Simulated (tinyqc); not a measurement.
Keating valence-force model of a tetrahedral crystal. Changing the bond stretching alpha. Computed by tinyqc, a small Python program. Command: `OMP_NUM_THREADS=1 python tinyqc.py 3011780 3011781 out.jsonl keating sweep`. One thread of a shared host (Intel(R) Xeon(R) Processor @ 2.30GHz), about 0.04 s of CPU time with the checks.

Atom A sits at 0 and atom B at a/4 (1,1,1) of an fcc lattice; the four bonds from A are t = a/4 (1,1,1), a/4 (1,-1,-1), a/4 (-1,1,-1), a/4 (-1,-1,1), of length d = sqrt(3) a/4. Energy: E = (3 alpha/(8 d^2)) sum over bonds (r.r - d^2)^2 + (3 beta/(8 d^2)) sum over pairs of bonds at one atom (r_i.r_j + d^2/3)^2, with beta_A for the six pairs at A and beta_B for the six at B. The cell holds two atoms, Omega = a^3/4. 1 N/m = 1 J/m^2. With constants fitted to the elastic moduli this model puts optical and zone-boundary frequencies of real crystals too high, by up to about 20 % in elemental crystals and up to about 50 % in compounds, and mostly by more for TA modes; in compounds the lattice part of the static dielectric constant then comes out too low.

Inputs (values chosen for the exercise, modelled on cadmium telluride):
```
quantity              value      unit
lattice constant a     6.48  angstrom
mass M_A             112.41         u
mass M_B              127.6         u
bond bending beta_A    2.41       N/m
bond bending beta_B    2.41       N/m
```

Structure: zinc blende.

Constants: nu for 1 eV/(angstrom^2 u) = 15.6333042 THz; 1 eV/angstrom^2 = 16.02176634 J/m^2; 1 THz = 33.35640952 1/cm.

Method:
- beta = (beta_A + beta_B)/2; C11 = (alpha + 3 beta)/a, C12 = (alpha - beta)/a, C44 = 4 alpha beta/(a (alpha + beta)); with the two sublattices clamped C44(0) = (alpha + beta)/a; internal-strain parameter zeta = (alpha - beta)/(alpha + beta); B = (C11 + 2 C12)/3.
- beta = (beta_A + beta_B)/2; mu = M_A M_B/(M_A + M_B); lambda = 4 (alpha + beta)/mu with the springs in eV/angstrom^2; nu = 15.6333042 THz x sqrt(lambda).
- With displacements u exp(i q.r), each bracket changes by g.u, where g = (g_A, g_B): bond t, g = (-2 t, 2 t exp(i q.t)); pair (i, j) at A, g = (-(t_i + t_j), t_i exp(i q.t_j) + t_j exp(i q.t_i)); pair at B, g = (-t_i exp(-i q.t_j) - t_j exp(-i q.t_i), t_i + t_j). Then D_mn = sum over the 4 bonds and 12 pairs of (4 k/a^2) conj(g_m) g_n / sqrt(M_m M_n), with k = alpha or beta converted to eV/angstrom^2. Only the short-range forces enter; the Coulomb field of the charges is left out.
- An eigenvalue lambda of D in eV/(angstrom^2 u) gives nu = 15.6333042 THz x sqrt(lambda).
- Take the lowest frequency at X = (1, 0, 0) 2 pi/a, the transverse acoustic (TA) mode.

One run for each value; columns: (1) bond stretching alpha (N/m); (2) nu_TO at G (THz); (3) bulk modulus B (GPa); (4) C44 (GPa); (5) TA frequency at X (THz); (6) internal-strain parameter zeta:
```
(1)      (2)     (3)     (4)     (5)      (6)
15.1  4.2282  24.542  12.829  1.5649  0.72473
18.4  4.6094  29.635  13.154  1.5650  0.76838
22.4  5.0330  35.808  13.431  1.5651  0.80572
27.4  5.5169  43.524  13.674  1.5652  0.83831
33.3  6.0382  52.629  13.873  1.5652  0.86502
40.6  6.6267  63.894  14.043  1.5653  0.88793
49.5  7.2801  77.629  14.186  1.5653  0.90715
60.4  8.0081  94.450  14.306  1.5654  0.92326
```

What does the table show, and why?

Over the rows, nu_TO at G (THz) rises from 4.23 to 8.01 (exponent d ln y / d ln x 0.44 between the first rows and 0.48 between the last); bulk modulus B (GPa) rises from 24.5 to 94.4 (exponent d ln y / d ln x about 0.97 throughout); C44 (GPa) rises from 12.8 to 14.3 (exponent d ln y / d ln x 0.13 between the first rows and 0.042 between the last); TA frequency at X (THz) rises from 1.5649 to 1.5654; internal-strain parameter zeta rises from 0.725 to 0.923 (exponent d ln y / d ln x 0.30 between the first rows and 0.088 between the last). At the high end the exponent of nu_TO at G is 0.48, close to 0.50: the optical mode mostly stretches bonds. B = (alpha + beta/3)/a and the optical mode follow the bond stretching; C44 needs the angles to bend and saturates towards 4 beta/a, and zeta tends to 1 as bonds become rigid.

Extremes, crossings and ranges named in words are read from the listed rows.
